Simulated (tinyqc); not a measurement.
Energy and delay of logic against supply voltage: one step of the calculation.

One expression serves below and above threshold: I(Vg) = Ik [ln(1 + exp((Vg - VT + dd V)/(al nf Vt)))]^al, with I_on = I(V) and I_off = I(0). Gate delay td = kd C V/I_on, clock period LD td. Per gate and cycle the switching energy is act C V^2 and the leakage energy I_off V LD td. No short-circuit current, no variation. Minima are sought above 0.09 V; below a few Vt gates no longer switch and the model has no meaning.

Problem. Currents, delay and energies. I_on, I_off, td, clock frequency 1/(LD td), both energies and their sum.

Parameters, values chosen for the exercise; values of the order met in logic technologies:
- T = 330 K (temperature)
- VT = 0.31 V (threshold voltage at zero drain bias)
- nf = 1.26 (slope factor)
- dd = 0.05 (barrier lowering per volt of supply)
- Ik = 0.9 uA (specific current of a gate)
- al = 1.64 (exponent of the current law)
- C = 0.54 fF (load capacitance of a gate)
- kd = 1.2 (delay factor)
- LD = 40 (logic depth)
- act = 0.05 (activity factor)
- V = 1.07 V (supply voltage)

Constants: q = 1.602176634e-19 C, kB = 1.380649e-23 J/K, Vt = kB T/q. Results are converted to the units shown.

Give: I_on; I_off; td; clock frequency; switching energy; leakage energy; energy.

Solution.

I_on = 66.973 uA
I_off = 0.69308 nA
td = 10.353 ps
clock frequency = 2.4148 GHz
switching energy = 30.912 aJ
leakage energy = 0.30710 aJ
energy = 31.219 aJ

I_on/I_off = 96600; leakage makes up 0.984 % of the energy.

Numbers from tinyqc (`OMP_NUM_THREADS=1 python tinyqc.py 2082034 2082035 out.jsonl`; about 0.01 s on one thread of a shared Intel Xeon 2.30GHz).
